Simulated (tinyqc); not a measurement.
Hubbard chain of 2 sites, step by step. One step of it, computed by the program tinyqc.

Question. The many-body Hamiltonian. Basis: all placements (u, d, 2, 0 on each site), up operators ordered before down ones; hops carry the sign of the same-spin electrons passed.

one-body matrix (hopping and site energies) (eV):
```
           1          2
1   0.780000  -1.100000
2  -1.100000  -0.700000
```

U = 4.500000 eV

electrons, up and down: 1  1

Give: H.

Answer.

H (eV), lower triangle:
```
         20       ud       du      02
20   6.0600
ud  -1.1000   0.0800
du  -1.1000   0.0000   0.0800
02   0.0000  -1.1000  -1.1000  3.1000
```
